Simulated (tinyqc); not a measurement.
Internal photoemission over an interface barrier: one step of the calculation.

Electrons are excited from the valence band of a semiconductor over the barrier Phi(F) = P0 - sqrt(q F/(4 pi eps0 ei)), whose top lies at xm = sqrt(q/(16 pi eps0 ei F)). The yield is Y = A (hv - Phi)^p exp(-xm/l), with A = 1 here.

Problem. Threshold from a spectrum. The yields were made at this field with a scatter of 2 %. Fit Y^(1/n) on hv by least squares for n = 2 and n = 3; the zero of the line is the threshold.

```
point,hv (eV),Y
0,2.82,0.002628
1,2.95,0.016
2,3.08,0.05
3,3.21,0.1164
4,3.34,0.2205
5,3.47,0.376
```

Give: Y^(1/2); Y^(1/3); threshold for n = 2; threshold for n = 3.

Solution.

```
point,Y^(1/2),Y^(1/3)
0,0.05126,0.1380
1,0.1265,0.2520
2,0.2236,0.3684
3,0.3412,0.4883
4,0.4696,0.6041
5,0.6132,0.7218
```

threshold for n = 2 = 2.795 eV
threshold for n = 3 = 2.669 eV

Program tinyqc, `OMP_NUM_THREADS=1 python tinyqc.py 2410041 2410042 out.jsonl`; Intel Xeon 2.30GHz, shared host, one thread, about 0.01 s.
